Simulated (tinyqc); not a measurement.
# From alignment C back to width sigma of the true defect charge

Model: correction of a charged-defect supercell by a model charge and potential alignment (plane-averaged potentials). Computed by tinyqc, a small Python program. Command: `OMP_NUM_THREADS=1 python tinyqc.py 3114141 3114142 out.jsonl align inv`. One thread of a shared host (Intel(R) Xeon(R) Processor @ 2.30GHz), about 0.04 s of CPU time with the checks.

The "true" defect charge is (1 - x) q in a Gaussian of width sigma plus x q in one of width sigma_t, so the exact answer is known; the correction sees only a single model Gaussian of width sigma_m. A Gaussian of width s has the transform rho(G) = exp(-G^2 s^2/2), normalised to 1. A uniform background cancels q, so G = 0 is left out. Potentials are those felt by a unit positive charge. E_0 is the formation energy of the isolated defect, E_cell its value in the supercell, E_lat = E_iso - E_per of the model charge, C the true less the model potential far from the defect; the exact correction is E_0 - E_cell, and the error of a scheme is E_cell plus its correction less E_0.

Inputs (values chosen for the exercise, with screening close to that of GaAs):

| quantity | value | unit |
|---|---|---|
| defect charge q | 3 | e |
| dielectric constant eps | 12.7 | - |
| edge of the cubic cell L | 17.1 | angstrom |
| width sigma_m of the model charge | 1.1 | angstrom |
| share x of the charge in a wide tail | 0 | - |
| width sigma_t of the tail | 2.9 | angstrom |
| formation energy of the isolated defect E_0 | 2.19 | eV |

Constants: e^2/(4 pi eps_0) = 14.39964548 eV angstrom.

Method:
- Periodic energy E_per = (2 pi q^2/(eps L^3)) (e^2/(4 pi eps_0)) sum_(G != 0) rho(G)^2/G^2, G = (2 pi/L)(n1, n2, n3), |n_i| <= 16. Isolated energy: two Gaussians of charges q_a, q_b and widths a, b interact by q_a q_b (e^2/(4 pi eps_0 eps)) sqrt(2/pi)/sqrt(a^2 + b^2), and the self-energy is half the sum over pairs.
- Supercell value E_cell = E_0 + E_per - E_iso for the true charge.
- E_lat = E_iso - E_per for the model charge; point-charge value alpha q^2 e^2/(4 pi eps_0 eps 2 L) with alpha = 2.837297.
- Plane-averaged potential at distance z from the defect: V(z) = (4 pi q/(eps L^3)) (e^2/(4 pi eps_0 e)) sum_(m != 0) rho(G_m) cos(G_m z)/G_m^2, G_m = 2 pi m/L, |m| <= 40.
- C = difference at z = L/2; E_corr = E_cell + E_lat - q C. For charges that have died out at L/2, C = (2 pi q/(eps L^3)) (e^2/(4 pi eps_0 e)) (<s^2> - sigma_m^2), <s^2> = (1 - x) sigma^2 + x sigma_t^2.

Problem. A run gave the result below. Find the width sigma of the true defect charge, known to lie between 1.3 and 2 angstrom.

alignment C = 0.003827176 V

Solution.

Each step takes the trial c = (a f_b - b f_a)/(f_b - f_a), f being the result less the target and a, b, c the logarithms of the listed values; c replaces end b, the old b replaces a if the sign of f changed, and otherwise f_a is halved.

Scan of the range:

| width sigma of the true defect charge (angstrom) | alignment C (V) |
|---|---|
| 1.30 | 0.0020516 |
| 1.40 | 0.0032057 |
| 1.50 | 0.0044452 |
| 1.61 | 0.0059074 |
| 1.73 | 0.0076205 |
| 1.86 | 0.0096151 |
| 2.00 | 0.0119240 |

False position (Illinois rule, in the logarithm of the input) inside the bracket:

| step | end a | end b | trial | alignment C (V) |
|---|---|---|---|---|
| 1 | 1.40000 | 1.50000 | 1.44928 | 0.00380580 |
| 2 | 1.50000 | 1.44928 | 1.45094 | 0.00382647 |
| 3 | 1.50000 | 1.45094 | 1.45105 | 0.00382783 |
| 4 | 1.45094 | 1.45105 | 1.45100 | 0.00382718 |
| 5 | 1.45105 | 1.45100 | 1.45100 | 0.00382718 |

Alignment C rises at every point of a 13-point scan of the range (every second point is shown), so one value fits; it is bracketed by 1.40 and 1.50. Answer: width sigma of the true defect charge = 1.451 angstrom.
